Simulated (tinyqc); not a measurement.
Resistance of a tapered via with liner, size effect and interface: one step of the calculation.

A round via whose diameter grows from db at the bottom as D(z) = db + 2 z/tan(ang). The fill, of diameter D - 2 tl, starts above the bottom liner (thickness fb tl) and has rho = rho0 (1 + ks lam/(D - 2 tl)); the sidewall liner conducts in parallel with it. The bottom liner and the interface are crossed over the full area pi db^2/4. Spreading in the lines above and below is left out.

Problem. Slices of the via. Slices between z0 = fb tl and hv, evaluated at their midpoints: conductance per length pi/4 [(D - 2 tl)^2/rho + (D^2 - (D - 2 tl)^2)/rl], slice resistance = slice height over that. 10 slices.

Inputs (values chosen for the exercise); fill metal close to molybdenum: diameter at the bottom db = 34 nm; height hv = 51 nm; sidewall angle ang = 85 degrees; bulk resistivity of the fill rho0 = 5.2 uohm cm; mean free path of the fill lam = 11.3 nm; size-effect factor ks = 0.7; liner on the sidewall tl = 0 nm; liner at the bottom over that on the sidewall fb = 0.5; resistivity of the liner rl = 170 uohm cm.

Wanted: z; D; rho; slice resistance.

Solution.

```
slice,z (nm),D (nm),rho (uohm cm),slice resistance (ohm)
0,2.550,34.45,6.394,0.3499
1,7.650,35.34,6.364,0.3309
2,12.75,36.23,6.335,0.3134
3,17.85,37.12,6.308,0.2972
4,22.95,38.02,6.282,0.2823
5,28.05,38.91,6.257,0.2684
6,33.15,39.80,6.233,0.2555
7,38.25,40.69,6.211,0.2436
8,43.35,41.59,6.189,0.2324
9,48.45,42.48,6.168,0.2220
```

Numbers from tinyqc (`OMP_NUM_THREADS=1 python tinyqc.py 2750178 2750179 out.jsonl`; about 0.01 s on one thread of a shared Intel Xeon 2.30GHz).
